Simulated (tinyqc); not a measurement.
UHF in the 6-31g basis, for H3+, spin multiplicity 1, step by step. One step of it, computed by the program tinyqc.

Question. Iteration 2: DIIS coefficients. Solve [B -1; -1 0][c; lambda] = [0; -1] for the coefficients, which sum to one.

B (overlaps of the stored error matrices):
```
               1              2
1  2.9110948e-01  8.2180591e-02
2  8.2180591e-02  2.7409569e-02
```

Give: DIIS coefficients.

Answer.

DIIS coefficients: -0.3553  1.3553
